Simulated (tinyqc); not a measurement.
Kronig-Penney superlattice by transfer matrices: sweeps and comparisons. A value that a table varies takes the place of the one given here.

Wells (width a, potential 0, mass mw) alternate with barriers (width b, height V0, mass mb); period d = a + b; c = hbar^2/2m0. The vector (psi, psi'/m) is continuous, and a layer of thickness t carries it by M = [[cos kt, (m/k) sin kt], [-(k/m) sin kt, cos kt]] with k = sqrt(m (E - V)/c); for E < V, k = i kappa gives [[cosh, (m/kappa) sinh], [(kappa/m) sinh, cosh]] of kappa t. A Bloch state obeys cos(q d) = tr(Mb Mw)/2.

Constants: hbar^2/2m0 = 3.80998211 eV angstrom^2.

Inputs chosen for the exercise (near those of an InGaAs superlattice with barriers of InAlAs; the results hold for these values, not for the real material): a = 81 angstrom (well width); V0 = 0.534 eV (barrier height); mw = 0.0413 m0 (mass in the wells); mb = 0.0767 m0 (mass in the barriers); bs = (7, 10.5, 14, 18.2, 22.4, 28, 35) angstrom (barrier widths); b = 14 angstrom (barrier width).

## Barrier width

First miniband against b. m_z = -2 c f'/d^2 with f = tr M/2 at the bottom of the band. E1 is the level of the single well, kappa1 its decay constant in the barrier.

First miniband:

| b (angstrom) | bottom (eV) | top (eV) | W (meV) | ln W | m_z (m0) |
|---|---|---|---|---|---|
| 7.0 | 0.0331 | 0.1044 | 71.33 | 4.267 | 0.0483 |
| 10.5 | 0.0428 | 0.0937 | 50.88 | 3.929 | 0.0552 |
| 14.0 | 0.0497 | 0.0860 | 36.25 | 3.591 | 0.0648 |
| 18.2 | 0.0555 | 0.0797 | 24.13 | 3.183 | 0.0813 |
| 22.4 | 0.0594 | 0.0755 | 16.05 | 2.776 | 0.105 |
| 28.0 | 0.0627 | 0.0720 | 9.325 | 2.233 | 0.153 |
| 35.0 | 0.0649 | 0.0696 | 4.730 | 1.554 | 0.254 |

E1 = 0.0672 eV
kappa1 = 0.0969 1/angstrom

W falls from 71.3 to 4.73 meV, and both edges close in on E1. The slope of ln W is -0.0965 per angstrom over the first two rows and -0.0970 over the last two, against -kappa1 = -0.0969: the width follows one power of the tunnelling amplitude once the wells couple weakly. m_z grows by a factor 5.2. Layers under about 10 angstrom are at the limit of envelope theory.

## From one barrier to a miniband

Transmission through N barriers separated by wells, between leads of the well material: T = 4/[(M11 + M22)^2 + (u M12 - M21/u)^2] with u = k/mw and M the product over all layers; twelve evenly spaced energies around the first miniband.

Transmission:

| E (eV) | tr M/2 of a period | N = 1 | N = 2 | N = 4 | N = 8 |
|---|---|---|---|---|---|
| 0.033435 | 2.444 | 0.0966 | 0.00446 | 9.35e-06 | 4.11e-11 |
| 0.040027 | 1.813 | 0.112 | 0.00953 | 7.75e-05 | 5.18e-09 |
| 0.046618 | 1.247 | 0.127 | 0.0229 | 0.00131 | 5.24e-06 |
| 0.053210 | 0.742 | 0.141 | 0.0694 | 0.643 | 0.319 |
| 0.059802 | 0.294 | 0.154 | 0.345 | 0.162 | 0.262 |
| 0.066393 | -0.101 | 0.167 | 0.830 | 0.559 | 0.273 |
| 0.072985 | -0.448 | 0.179 | 0.214 | 0.159 | 0.374 |
| 0.079577 | -0.748 | 0.190 | 0.0949 | 0.650 | 0.329 |
| 0.086168 | -1.006 | 0.201 | 0.0585 | 0.0146 | 0.00307 |
| 0.092760 | -1.225 | 0.211 | 0.0427 | 0.00278 | 1.42e-05 |
| 0.099352 | -1.407 | 0.221 | 0.0346 | 0.00102 | 9.37e-07 |
| 0.105943 | -1.556 | 0.230 | 0.0300 | 0.000523 | 1.61e-07 |

5 of the energies lie in the miniband (|tr M/2| <= 1); there T for N = 8 runs between 0.262 and 0.374. In the gaps it falls with N: at E = 0.1059 eV from 0.000523 (N = 4) to 1.61e-07 (N = 8), a slope of ln T of -2.02 a period, against -2 arccosh|tr M/2| = -2.02.

## What each parameter does

Bottom and width of the first miniband, the gap above it, and m_z = -2 c f'/d^2 with f = tr M/2. Each row changes one parameter from the base and keeps the others.

Results:

| case | bottom (eV) | width (meV) | gap (meV) | m_z (m0) |
|---|---|---|---|---|
| base | 0.0497 | 36.3 | 135.6 | 0.0648 |
| a = 73 angstrom | 0.0566 | 44.7 | 154.8 | 0.0637 |
| b = 16 angstrom | 0.0528 | 29.9 | 145.2 | 0.0719 |
| V0 = 0.614 eV | 0.0540 | 32.7 | 147.7 | 0.0694 |
| mw = 0.0372 m0 | 0.0513 | 40.1 | 143.9 | 0.0591 |
| mb = 0.0882 m0 | 0.0491 | 32.6 | 139.0 | 0.0702 |

The largest shifts from the base row, up to three for each result and ties (the steps differ in size, so this ranks the rows, not the parameters). bottom (eV): a +0.0068, V0 +0.0043, b +0.0030. width (meV): a +8.4, b -6.4, mw +3.8. gap (meV): a +19.2, V0 +12.2, b +9.7. m_z (m0): b +0.0071, mw -0.0057, mb +0.0054.

Run: tinyqc, `OMP_NUM_THREADS=1 python tinyqc.py 1250222 1250223 out.jsonl`; Intel(R) Xeon(R) Processor @ 2.30GHz, one thread, shared host; about 0.05 s of CPU time with all checks.
